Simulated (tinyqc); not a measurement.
# Worked calculation: long-channel MOSFET, surface-potential model

Numbers from tinyqc (`OMP_NUM_THREADS=1 python tinyqc.py 2360007 2360008 out.jsonl`; about 0.05 s on one thread of a shared Intel Xeon 2.30GHz). Printed values are rounded.

n-channel transistor on a uniformly doped p-type body, gradual-channel approximation, constant mobility, Boltzmann statistics, full ionisation. Potentials are counted from the neutral body; V is the electron quasi-Fermi potential, Vsb at the source and Vsb + Vds at the drain. Charges are magnitudes per area.

Values chosen for this exercise; material values close to those of silicon:
```
symbol,value,unit,meaning
T,300,K,temperature
Eg,1.1,eV,band gap
eps_r,11.8,,relative permittivity of the semiconductor
Nc,2.83e19,cm^-3,conduction-band density of states at T
Nv,2.66e19,cm^-3,valence-band density of states at T
Na,1.8e17,cm^-3,acceptor density of the body
eox,25.4,,relative permittivity of the gate insulator
tox,46,nm,insulator thickness
Vfb,-0.39,V,flat-band voltage
mu,640,cm^2/(V s),channel mobility
W,10,um,gate width
L,0.5,um,gate length
Vsb,2,V,source-body reverse bias
Vgs,1.19,V,gate-source voltage
Vds,0.2,V,drain-source voltage
```

Constants: q = 1.602176634e-19 C, kB = 1.380649e-23 J/K, Vt = kB T/q, eps0 = 8.8541878128e-14 F/cm where lengths are in cm. Results are converted to the units shown.

## Body potential, insulator capacitance and body factor

ni = sqrt(Nc Nv) exp(-Eg/(2 Vt)), Eg in volts; phiF = Vt ln(Na/ni); Cox = eps0 eox/tox; gamma = sqrt(2 q eps0 eps_r Na)/Cox. VT = Vfb + 2 phiF + gamma sqrt(2 phiF + Vsb), m = 1 + gamma/(2 sqrt(2 phiF + Vsb)).

ni = 1.58030e10 cm^-3
phiF = 0.420050 V
Cox = 0.488905 uF/cm^2
gamma = 0.502108 V^0.5
VT = 1.29628 V
m = 1.14897

## Iteration 1: surface potential at the source by Newton steps

psi at the start (2 phiF + Vsb) = 2.84010 V

With V = Vsb: G = psi - Vt + Vt e, e = exp((psi - 2 phiF - Vsb)/Vt); f = Vgs + Vsb - Vfb - psi - gamma sqrt(G); f' = -1 - gamma (1 + e)/(2 sqrt(G)); psi(new) = psi - f/f'.

G = 2.84010 V
f = -0.106282 V
f' = -1.29794
psi after iteration 1 = 2.75821 V

## Iteration 2: surface potential at the source by Newton steps

As before.

G = 2.73345 V
f = -0.00835740 V
f' = -1.15824
psi after iteration 2 = 2.75100 V

## Course of the iteration: surface potential at the source by Newton steps

Stop when psi changes by less than 1e-10 V, or after 40 iterations.

Course of the iteration:
```
iteration  psi (V)  |change| (V)
1          2.75821        0.0819
2          2.75100       7.22e-3
3          2.75099       4.41e-6
4          2.75099      1.32e-12
```

Converged in 4 iterations. At the end the number of correct digits about doubles with each step.

## Charges and current of the charge-sheet model

psi_0 = 2.75099 V
psi_L = 2.75110 V

psi_0 and psi_L solve Vgs + Vsb - Vfb - psi = gamma sqrt(G) at V = Vsb and Vsb + Vds. Qi = Cox gamma [sqrt(G) - sqrt(psi - Vt)], G = psi - Vt + Vt exp((psi - 2 phiF - V)/Vt), at both ends. With U = Vgs + Vsb - Vfb: drift = mu (W/L) Cox [U (psi_L - psi_0) - (psi_L^2 - psi_0^2)/2 - (2/3) gamma ((psi_L - Vt)^1.5 - (psi_0 - Vt)^1.5)]; diffusion = mu (W/L) Vt (Qi0 - QiL).

Qi0 = 0.0612135 nC/cm^2
QiL = 2.68438e-5 nC/cm^2
drift current = 4.25763e-5 uA
diffusion current = 0.0202470 uA
drain current = 0.0202896 uA

Drift carries 0.210 % of the current. The drain end is pinched off: its charge is under 1 % of that at the source.

## Inversion charge along the channel

V, point 0 to 6 (V): 2  2.03333  2.06667  2.1  2.13333  2.16667  2.2

The surface potential psi at channel potential V solves Vgs + Vsb - Vfb - psi = gamma sqrt(G), G = psi - Vt + Vt exp((psi - 2 phiF - V)/Vt). Charge sheet: Qi = Cox gamma [sqrt(G) - sqrt(psi - Vt)]. Pao-Sah: Qi = (Cox gamma/2) integral from 3 Vt to psi of exp((u - 2 phiF - V)/Vt)/sqrt(G(u, V)) du.

```
point  psi (V)  Qi, charge sheet (nC/cm^2)  Qi, Pao-Sah (nC/cm^2)
0      2.75099                   0.0612135              0.0615081
1      2.75107                   0.0169126              0.0169940
2      2.75109                  0.00466236             0.00468479
3      2.75110                  0.00128449             0.00129068
4      2.75110                  3.53822e-4             3.55525e-4
5      2.75110                  9.74580e-5             9.79270e-5
6      2.75110                  2.68438e-5             2.69730e-5
```

At the source the charge-sheet charge is 0.48 % below the Pao-Sah one.

## Pao-Sah current by Simpson's rule

I = mu (W/L) integral of Qi dV; Simpson's rule on the 7 points, step Vds/6, weights 1, 4, 2, ..., 4, 1 times step/3.

Pao-Sah current = 0.0206430 uA

Gauss-Legendre quadrature on many points gives 0.02039 uA, so this value is 1.3 % above it; the charge-sheet current, 0.02029 uA, is 0.48 % below it.
